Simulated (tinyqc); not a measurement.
# Tunnelling through a gate dielectric with the two-band (Franz) dispersion, WKB transmission and Tsu-Esaki current: Two-band against parabolic dispersion

Electrons leave the emitter at x = 0. Energies E (motion across the layers) are in eV from the emitter Fermi level; the collector Fermi level lies at -V and offers states at every E. No charge in the dielectric and no image force: F1 = V/t1, U = phi1 - F1 x. With C = hbar^2/(2 m0), kappa = sqrt(m u (1 - u/Egx)/C), u = U - E where U > E and 0 elsewhere; T(E) = exp(-S), S = 2 times the integral of kappa over x.

Each layer adds (2/F) sqrt(m/C) [G(u at its left edge) - G(u at its right edge)] to S, with u = U - E (0 where negative) and G(u) = Egx^1.5 (th - sin(4 th)/4)/4, th = arcsin sqrt(u/Egx). The parabolic value uses G(u) = (2/3) u^1.5.

Parameters, values chosen for the exercise; dielectric values close to those of zirconium oxide:

| symbol | value | unit | meaning |
|---|---|---|---|
| phi1 | 1.42 | eV | barrier of layer 1 above the emitter Fermi level at zero bias |
| m1 | 0.26 | m0 | tunnelling mass of layer 1 |
| t1 | 3 | nm | thickness of layer 1 |
| V | 0.7 | V | voltage across the dielectric |

Constants: q = 1.602176634e-19 C, hbar = 1.054571817e-34 J s, m0 = 9.1093837015e-31 kg, hbar^2/(2 m0) = 0.0380998212 eV nm^2. Results are converted to the units shown.

The same in every row: S at E = 0, parabolic = 16.139.

Two-band against parabolic dispersion:
```
Egx (eV)	S at E = 0, two-band	ratio of the two T
2.4	11.892	69.938
3.1	12.982	23.514
3.7	13.547	13.362
4.4	13.993	8.5515
5.1	14.308	6.2434
5.8	14.542	4.9415
6.4	14.699	4.2214
7.1	14.848	3.6390
```

What does the table show?

S rises from 11.9 to 14.8 towards the parabolic 16.1. The factor 1 - u/Egx lowers kappa, so T exceeds the parabolic value by a factor of 69.9 in the first row and 3.64 in the last.

Program tinyqc, `OMP_NUM_THREADS=1 python tinyqc.py 2540007 2540008 out.jsonl`; Intel Xeon 2.30GHz, shared host, one thread, about 0.01 s.
